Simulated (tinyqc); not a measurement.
Geometry relaxation of a small cluster. Changing the step factor eta. Computed by tinyqc, a small Python program. Command: `OMP_NUM_THREADS=1 python tinyqc.py 3002994 3002995 out.jsonl relax sweep`. One thread of a shared host (Intel(R) Xeon(R) Processor @ 2.30GHz), about 0.1 s of CPU time with the checks.

E = sum_i {sum_j A exp(-p (r_ij/r0 - 1)) - xi sqrt(rho_i)}, rho_i = sum_j exp(-2 q (r_ij/r0 - 1)); the force on i is -sum_j w_ij (R_i - R_j)/r_ij with w_ij = -(2p/r0) A exp(-p (r_ij/r0 - 1)) + (xi q/r0) exp(-2 q (r_ij/r0 - 1)) (rho_i^(-1/2) + rho_j^(-1/2)).

Inputs (values chosen for the exercise, for model atoms): length r0 = 2.97 angstrom; repulsion A = 0.095 eV; hopping xi = 1.25 eV; decay p = 12; decay q = 3.16; largest number of steps = 500.

Potential: Gupta. Method: steepest descent.

starting positions (angstrom), rows atom 1, atom 2, atom 3, atom 4, atom 5, columns x, y, z:
$$\begin{pmatrix}
-0.03 & 0.14 & 0.03 \\
2.84 & 0 & 0.26 \\
1.41 & 2.39 & 0.01 \\
1.24 & 0.75 & 2 \\
1.27 & 0.81 & -2.2
\end{pmatrix}$$

Method:
- Steepest descent: R(new) = R + eta F.
- No atom moves more than 0.3 angstrom a step (the whole step is scaled). Stop when the largest force component is below 1e-5 eV/angstrom.
- Hessian at the final positions by central differences of the forces; six eigenvalues vanish (translations and rotations). Steepest descent is stable for eta below 2/lambda_max and contracts the softest mode by 1 - eta lambda_min a step.

One run for each value:
```
step factor eta (angstrom^2/eV)  steps  final energy (eV)  largest stable eta (angstrom^2/eV)
0.0098                             489             -10.83                             0.09425
0.0140                             341             -10.83                             0.09425
0.0210                             226             -10.83                             0.09425
0.0300                             157             -10.83                             0.09425
0.0440                             105             -10.83                             0.09425
0.0640                              71             -10.83                             0.09425
```

Over the rows, steps falls from 489 to 71.0 (exponent d ln y / d ln x about -1.0 throughout). The final energy is the same in every row; the largest stable eta for plain steepest descent is 0.0942. Well below that limit the count falls about as 1/eta; above it the steps overshoot and the run cannot settle, so such values give no row. Left out: 0.00320, 0.00470, 0.00680 (the iteration did not converge within its cap).

Extremes, crossings and ranges named in words are read from the listed rows.
